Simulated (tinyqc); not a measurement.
Bias-temperature instability from a Gaussian distribution of capture and emission barriers. Inputs raised by 2 %, one at a time. Computed by tinyqc, a small Python program. Command: `OMP_NUM_THREADS=1 python tinyqc.py 3000767 3000768 out.jsonl bti sens`. One thread of a shared host (Intel(R) Xeon(R) Processor @ 2.30GHz), about 0.03 s of CPU time with the checks.

Each trap has a capture time tau_0 exp(E_c/(k_B T)) under stress and an emission time tau_0 exp(E_e/(k_B T)) after it. E_c is Gaussian, and E_e = E_c + d with d Gaussian and independent. A trap counts as filled once t_s exceeds its capture time and as emptied once t_r exceeds its emission time.

Inputs (values chosen for the exercise, for a model p-channel transistor):
```
quantity                                      value        unit
shift with all traps filled V_max               170          mV
mean capture barrier at zero field mu_c        1.92          eV
spread of capture barriers sigma_c             0.28          eV
lowering of mu_c per field k_F                0.039  eV/(MV/cm)
oxide field F                                   7.4       MV/cm
mean of E_e - E_c at the stress field, delta  0.034          eV
spread of E_e - E_c, sigma_d                   0.31          eV
time constant tau_0                           1e-09           s
temperature T                                   150           C
stress time t_s                                   5           s
recovery time t_r                             0.009           s
```

Constants: k_B = 8.617333262e-05 eV/K.

Method:
- Demarcation energies E_s = k_B T ln(t_s/tau_0), E_r = k_B T ln(t_r/tau_0); mean barrier mu = mu_c - k_F F; z = (E_s - mu)/sigma_c; Phi is the standard normal distribution.
- Temperatures in kelvin are T(C) + 273.15.
- Shift without recovery dV0 = V_max Phi(z); local time exponent n = d ln dV0/d ln t_s = (k_B T/sigma_c) exp(-z^2/2)/(sqrt(2 pi) Phi(z)); apparent activation energy n E_s.
- Remaining shift dV = V_max int_(-infinity)^(E_s) g(E_c) [1 - Phi((E_r - E_c - delta)/sigma_d)] dE_c, g the Gaussian density of E_c (Gauss-Legendre, 120 points over 7 sigma_c below E_s).

Runs; columns: (1) input moved; (2) from; (3) to; (4) shift without recovery dV0 (mV); (5) remaining shift dV (mV); (6) remaining share dV/dV0; (7) apparent activation energy (eV):
```
(1)                                                  (2)       (3)     (4)     (5)     (6)     (7)
base run                                               -         -  0.2994  0.2151  0.7184  0.3401
shift with all traps filled V_max (mV)               170     173.4  0.3054  0.2194  0.7184  0.3401
mean capture barrier at zero field mu_c (eV)        1.92    1.9584  0.1912  0.1379  0.7216  0.3536
mean of E_e - E_c at the stress field, delta (eV)  0.034   0.03468  0.2994  0.2153  0.7192  0.3401
time constant tau_0 (s)                            1e-09  1.02e-09  0.2969  0.2133  0.7185  0.3401
stress time t_s (s)                                    5       5.1  0.3019  0.2171  0.7191  0.3402
recovery time t_r (s)                              0.009   0.00918  0.2994  0.2149  0.7177  0.3401
```

Exponents ln(y'/y) / ln(x'/x):
```
input                                         shift without recovery dV0  remaining shift dV  remaining share dV/dV0  apparent activation energy
shift with all traps filled V_max                                  1.000               1.000                   0.000                       0.000
mean capture barrier at zero field mu_c                          -22.651             -22.433                   0.219                       1.967
mean of E_e - E_c at the stress field, delta                       0.000               0.050                   0.050                       0.000
time constant tau_0                                               -0.418              -0.414                   0.004                      -0.007
stress time t_s                                                    0.417               0.467                   0.049                       0.007
recovery time t_r                                                  0.000              -0.054                  -0.054                       0.000
```

Which inputs matter most for each result?

Among the inputs moved here: shift without recovery dV0 answers most in size to mean capture barrier at zero field mu_c (exponent -22.651), next to shift with all traps filled V_max (+1.000); its exponent is below 0.0005 for mean of E_e - E_c at the stress field, delta, recovery time t_r. Its exponent +1.000 in shift with all traps filled V_max: the shift counts traps. Its exponent 0.000 in recovery time t_r: no recovery is counted in dV0. Remaining shift dV answers most in size to mean capture barrier at zero field mu_c (exponent -22.433), next to shift with all traps filled V_max (+1.000). Remaining share dV/dV0 answers most in size to mean capture barrier at zero field mu_c (exponent +0.219), next to recovery time t_r (-0.054); its exponent is below 0.0005 for shift with all traps filled V_max. Apparent activation energy answers most in size to mean capture barrier at zero field mu_c (exponent +1.967), next to time constant tau_0 (-0.007); its exponent is below 0.0005 for shift with all traps filled V_max, mean of E_e - E_c at the stress field, delta, recovery time t_r.
